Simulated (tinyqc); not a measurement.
Hopping conduction between localised states: one step, computed by the program tinyqc.

Energies are counted from the Fermi level. A small network shows the mechanism; the laws of an infinite system follow.

Task: Total conductivity. Mott: T_M = 21.2/(k_B g_0 xi^3), exponent (T_M/T)^(1/4), mean hop r = (3/8) xi times the exponent. Efros-Shklovskii: T_ES = 2.8 e^2/(4 pi eps eps_0 k_B xi), exponent (T_ES/T)^(1/2). Coulomb gap width g_0^(1/2) (e^2/(4 pi eps eps_0))^(3/2). The numerical coefficients come from percolation theory and are given. sigma = s_1 exp(-E_a/k_B T) + s_2 exp(-larger of the two exponents); reduced activation energy w = d ln(sigma)/d ln(T) by a central difference of +/- 1 %.

Inputs (values chosen for the exercise, for a model impurity band):

| quantity | value | unit |
|---|---|---|
| localisation length xi | 2.7 | nm |
| density of states g_0 | 8.5e+19 | 1/(eV cm^3) |
| permittivity eps | 13 | - |
| activation energy E_a to extended states | 0.45 | eV |
| prefactor of activated conduction | 18 | S/cm |
| prefactor of hopping | 0.04 | S/cm |
| temperature T | 440 | K |

Dimension: 3D.

Constants: k_B = 8.617333262e-05 eV/K; e^2/(4 pi eps_0) = 14.39964548 eV angstrom.

Give: activated part; hopping part; conductivity; reduced activation energy w.

Result:

activated part = 1.262e-04 S/cm

hopping part = 5.561e-04 S/cm

conductivity = 6.823e-04 S/cm

reduced activation energy w = 3.066

Hopping carries 82 %. For sigma = s exp(-(T_0/T)^p), w = p (T_0/T)^p, so the slope of ln w against ln T gives -p.
